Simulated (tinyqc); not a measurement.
From wire to sheet: nanosheet or nanowire with hard walls, valleys of the Si type.

Six ellipsoidal valleys along the cube axes: inverse mass tensor w = 1/mt + (1/ml - 1/mt) a a^T with a the unit axis. Device axes: x along the channel, z = [001], y = z x x.

Hard walls around a W x H rectangle. The block w_c of w in (y, z) confines; the transport mass follows from 1/m_x = w_xx - w_xc w_c^-1 w_cx. The cross-section problem c (w_yy ky^2 + 2 w_yz ky kz + w_zz kz^2), c = hbar^2/2m0, is solved in products sin(n pi y/W) sin(l pi z/H), n, l = 1 to 12; if w_yz = 0 the levels are c pi^2 (w_yy n^2/W^2 + w_zz l^2/H^2). The w_yz term couples (n, l) to (n', l') by -2 c w_yz D_nn'(W) D_ll'(H) with D_nm(L) = 4 n m/(L (n^2 - m^2)) for n + m odd and 0 otherwise.

Without degeneracy the line density is N1 exp((EF - Ec)/kB T) with N1 = sum 2 g sqrt(m_x kB T/(4 pi c)) exp(-E/kB T), here over n, l up to 80 where w_yz = 0 and over all levels of a 12 x 12 sine basis otherwise; the classical value is W H Nc with Nc = 2 g_all (m_dos kB T/(4 pi c))^(3/2), m_dos = (ml mt^2)^(1/3); dVt = kB T ln(W H Nc/N1).

Constants: hbar^2/2m0 = 3.80998211 eV angstrom^2; kB = 8.617333262e-05 eV/K.

Parameters, chosen for this exercise (near those of Si; the results hold for these values, not for the real material): ml = 0.932 m0 (longitudinal mass); mt = 0.192 m0 (transverse mass); T = 350 K (temperature); g_all = 6 (number of valleys); channel = 110 (transport direction x on a (001) wafer); H = 64 angstrom (height, along z = [001]); Ws = (25, 35, 50, 75, 110, 170, 260) angstrom (widths).

Valleys:

| group | valleys g | w_yy | w_zz | \|w_yz\| | m_x (m0) |
|---|---|---|---|---|---|
| A | 2 | 5.20833 | 1.07296 | 0.00000 | 0.19200 |
| B | 4 | 3.14065 | 5.20833 | 0.00000 | 0.56200 |

Lowest level of each group (groups ordered by w_zz, then w_yy) and dVt against the width.

Results:

| W (angstrom) | A1 (eV) | B1 (eV) | dVt (mV) |
|---|---|---|---|
| 25 | 0.3232 | 0.2368 | 206.1 |
| 50 | 0.0882 | 0.0951 | 73.0 |
| 75 | 0.0447 | 0.0688 | 49.7 |
| 110 | 0.0260 | 0.0576 | 40.0 |
| 170 | 0.0166 | 0.0519 | 34.3 |
| 260 | 0.0127 | 0.0496 | 31.2 |

Give the missing row, W (angstrom) = 35.

Computed row:
```
W (angstrom)  A1 (eV)  B1 (eV)  dVt (mV)
35             0.1697   0.1442     119.4
```

dVt falls from 206 to 31 mV. The lowest group changes from B to A between W = 35 and 50 angstrom (H = 64). At the widest W the lowest level is 0.0127 eV; the film limit c pi^2 w_zz/H^2 of that group is 0.0099 eV.

tinyqc: `OMP_NUM_THREADS=1 python tinyqc.py 1251194 1251195 out.jsonl`; about 0.03 s, one thread, shared Intel(R) Xeon(R) Processor @ 2.30GHz.
